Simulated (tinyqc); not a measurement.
Fitting sp3s* parameters to three gaps by Newton steps, step by step. Values are carried at full precision from step to step, so a last printed digit may differ when a step is redone from the rounded ones.

sp3s* tight binding, nearest neighbours only: anion (a) at 0, cation (c) at a/4 (1,1,1), orbitals s, px, py, pz, s* on each; k in units of 2 pi/a. With phases e_j = exp(i (pi/2) k.n_j) for n = (1,1,1), (1,-1,-1), (-1,1,-1), (-1,-1,1): g0 = (e1+e2+e3+e4)/4, g1 = (e1+e2-e3-e4)/4, g2 = (e1-e2+e3-e4)/4, g3 = (e1-e2-e3+e4)/4. The diagonal holds the levels Esa, Epa, Exa (s*) and Esc, Epc, Exc. Anion-cation block: <sa|sc> = Vss g0; <sa|xc> = Vsapc g1; <xa|sc> = -Vscpa g1; <xa|xc> = Vxx g0; <xa|yc> = <ya|xc> = Vxy g3, <xa|zc> = <za|xc> = Vxy g2, <ya|zc> = <za|yc> = Vxy g1; <s*a|xc> = Vxapc g1; <xa|s*c> = -Vpaxc g1; y and z take g2 and g3 in place of g1; s-s* and s*-s* vanish.

Gaps are level 5 at Gamma, X = (1,0,0) and L = (1/2,1/2,1/2) less level 4 at Gamma; no spin-orbit coupling. Free parameters: Vss, Vsapc and Vpaxc. H is linear in them, so by Hellmann-Feynman J_ij = <u|dH/dp_j|u> for level 5 at point i less the same for level 4 at Gamma. Newton: p(new) = p + J^-1 (target - gaps); stop when all misses are below 1e-7 eV.

Parameters, chosen for this exercise (out of a larger set: near a published set for InP, fitted to gaps, whose masses and valley positions are rough; not measured data): p = (-8.551, 0.871, -1.486, 4.06, 8.244, 7.055, -5.379, 1.879, 4.218, 2.232, 5.575, 3.458, 4.475) eV (start, order Esa, Epa, Esc, Epc, Exa, Exc, Vss, Vxx, Vxy, Vsapc, Vscpa, Vxapc, Vpaxc); tg = (1.1711, 2.4972, 1.8708) eV (target gaps at Gamma, X, L).

## Gaps of the starting set

Compute the gaps and the misses.

gaps (eV): Gamma 1.4156, X 2.4482, L 1.8943

target less gap (eV): Gamma -0.2445, X 0.0490, L -0.0235

## The Jacobian

Form J and its singular values.

J, rows Gamma, X, L; columns Vss, Vsapc, Vpaxc:
```
[[-0.8359, 0.0000, 0.0000],
 [0.0000, 0.2904, 0.0000],
 [-0.1678, 0.2667, -0.1092]]
```

singular values: [0.8549, 0.3965, 0.0782]

The gap at Gamma answers to Vss. The condition number is 10.9.

## The first Newton step

Solve J dp = target less gap; the columns of J are Vss, Vsapc and Vpaxc.

dp (eV): Vss 0.292, Vsapc 0.169, Vpaxc 0.178

## The iteration

Repeat with J formed anew.

Newton steps (eV):
```
i      Vss   Vsapc   Vpaxc   Gamma       X       L  largest miss
0  -5.3790  2.2320  4.4750  1.4156  2.4482  1.8943          0.24
1  -5.0865  2.4008  4.6530  1.1732  2.4987  1.8685        0.0023
2  -5.0840  2.3959  4.6208  1.1711  2.4972  1.8708       2.0e-05
3  -5.0840  2.3959  4.6206  1.1711  2.4972  1.8708       5.1e-10
```

Converged in 3 steps; the miss goes 0.24, 0.0023, 2.0e-05, 5.1e-10, about squaring each time once it is small. The largest change is 0.295 eV in Vss, for a first miss of 0.244 eV.

## Checks

- J by Hellmann-Feynman against central differences: largest difference 2.8e-10.

Computed by tinyqc, a small Python program: `OMP_NUM_THREADS=1 python tinyqc.py 1452118 1452119 out.jsonl` (the numbers bound the seed that draws the inputs); one thread of a shared host (Intel(R) Xeon(R) Processor @ 2.30GHz), about 0.1 s for the whole set of steps.
